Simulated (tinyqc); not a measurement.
Worked calculation: band-to-band tunnelling across a p-n junction in a two-band chain. Values are carried at full precision from step to step, so a last printed digit may differ when a step is redone from the rounded ones.

Sites alternate A at -Eg/2 and C at +Eg/2 with hopping -t; near the edges, with k counted from the zone boundary pi/a, E^2 = (Eg/2)^2 + (t a k)^2, so t = sqrt(c Eg/m)/a gives the mass m, c = hbar^2/2m0. In the gap cosh(q a) = 1 + (Eg^2/4 - e^2)/(2 t^2), e the energy from the local mid-gap. The potential is V0 = Eg + ov on the p side (left), 0 on the n side, and falls linearly over the 2N sites of the junction, V_j = V0 (1 - j/(2N + 1)), j = 1 to 2N, site 1 being A. E = Eg/2 + x ov. A half chain that ends on a site of level e1 with neighbour e2 has g = (1 + z)/(E - e1), z = exp(-/+ i k a) the root with Im g < 0, cos(k a) = (E - e1)(E - e2)/(2 t^2) - 1. S_L = t^2 g (ending on C, shifted by V0), S_R = t^2 g (starting on A). T = 4 Im(S_L) Im(S_R) |G_(1,2N)|^2.

Constants: hbar^2/2m0 = 3.80998211 eV angstrom^2.

Values chosen for the exercise (gap and mass near those of GaAs; not measured data):

| symbol | value | unit | meaning |
|---|---|---|---|
| Eg | 1.463 | eV | gap |
| m | 0.0784 | m0 | mass of electron and light hole |
| a | 6 | angstrom | period (two sites) |
| ov | 0.4 | eV | overlap: top of the valence band on the p side above the conduction edge on the n side |
| N | 5 |  | periods in the small junction |
| x | 0.24 |  | energy above the n-side conduction edge, as a share of ov |

## Hopping, field and tunnelling length

Form t, V0, E, the field F = V0/((2N + 1) a/2) (1 V/angstrom = 100 MV/cm) and the length Eg/F over which E lies in the gap.

t = 1.4053 eV
V0 = 1.8630 eV
E = 0.8275 eV
F = 5.645 MV/cm
tunnelling length = 25.91 angstrom

So short a junction keeps the matrix small; its field is above the 1 to 3 MV/cm of tunnel diodes.

## Self-energies of the two sides

Form cos(k a) and S for each side.

cos(k a): left -0.864002, right -0.962109

S_L, S_R (eV): -0.15200-0.56273i  0.04800-0.34541i

## Recursive Green function

g_1 = 1/(E - e_1 - S_L); g_j = 1/(E - e_j - t^2 g_(j-1)), with S_R also subtracted at the last site; G_1j = G_1(j-1) (-t) g_j, G_11 = g_1; e_j is the site level plus V_j. The self-energies stand in the order S_L, S_R.

Sweep:

| j | e_j (eV) | g_j (1/eV) | G_1j (1/eV) |
|---|---|---|---|
| 1 | 0.9621 | 0.0548-1.7754i | 0.0548-1.7754i |
| 2 | 2.2558 | -0.1048-0.2393i | 0.6050-0.2432i |
| 3 | 0.6234 | 1.0480-1.2044i | -0.4795+1.3822i |
| 4 | 1.9170 | -0.2020-0.1521i | -0.4316+0.2899i |
| 5 | 0.2847 | 0.9638-0.3074i | 0.4593-0.5791i |
| 6 | 1.5783 | -0.3580-0.0819i | 0.2977-0.2385i |
| 7 | -0.0540 | 0.6230-0.0634i | -0.2394+0.2354i |
| 8 | 1.2396 | -0.6053-0.0462i | -0.2189+0.1847i |
| 9 | -0.3928 | 0.4134-0.0156i | 0.1231-0.1121i |
| 10 | 0.9009 | -0.9186-0.3685i | 0.2170-0.0809i |

T = 0.0417

## WKB for the same field

T = exp(-2 I/F), I = integral of q de across the gap. Continuum: q = sqrt(Eg^2/4 - e^2)/(t a), I = pi Eg^2/(8 t a). Lattice: q from the cosh formula, 12 Gauss-Legendre points in u with e = (Eg/2) sin(u), u from -pi/2 to pi/2. F in V/angstrom is the value in MV/cm over 100.

I (eV/angstrom): continuum 0.099683, lattice 0.098860

T by WKB: continuum 0.0293, lattice 0.0301

The chain gives 0.0417, 1.384 times the lattice WKB value; the exponent is only 3.50, and reflections at the two kinks of the potential count.

## Checks

- G_(1,2N) from the sweep against inversion of the whole matrix (size): both 0.23158.

Program tinyqc; command `OMP_NUM_THREADS=1 python tinyqc.py 1451215 1451216 out.jsonl`; about 0.01 s on one thread of a shared Intel(R) Xeon(R) Processor @ 2.30GHz.
